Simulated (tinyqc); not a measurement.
Self-heating of a transistor with one or more fingers, with temperature-dependent conductivity: one step, computed by the program tinyqc. Command: `OMP_NUM_THREADS=1 python tinyqc.py 3012729 3012730 out.jsonl selfheat walk`. One thread of a shared host (Intel(R) Xeon(R) Processor @ 2.30GHz), about 0.05 s of CPU time with the checks.

N long parallel fingers lie on the top face of a slab whose bottom is held at T_0; the top is otherwise insulated, and heat flows in two dimensions. P in W/mm is 1000 P in W/m.

Question. Linear temperature rise of each finger. theta_i = (P/(pi kappa_0)) [g_0 + sum over j != i of g(|i - j| s)], with equal powers and constant conductivity; thermal resistance = largest theta/P.

Inputs (values chosen for the exercise, modelled on indium phosphide): conductivity at the base temperature kappa_0 = 51.7 W/(m K); power per gate width P = 0.66 W/mm; fingers N = 3.

Power: power rises with temperature.

own factor g_0 = 6.827564

g(j s), j = 1..7: 1.640596  0.984343  0.636368  0.421908  0.282600  0.190131  0.128172

Give: theta of each finger; largest theta; thermal resistance.

Answer.

theta of each finger (K): 38.411  41.077  38.411

largest theta = 41.077 K

thermal resistance = 62.238 K mm/W

The neighbours supply 32 % of the rise of the hottest finger, which runs 2.7 K above the outer ones.
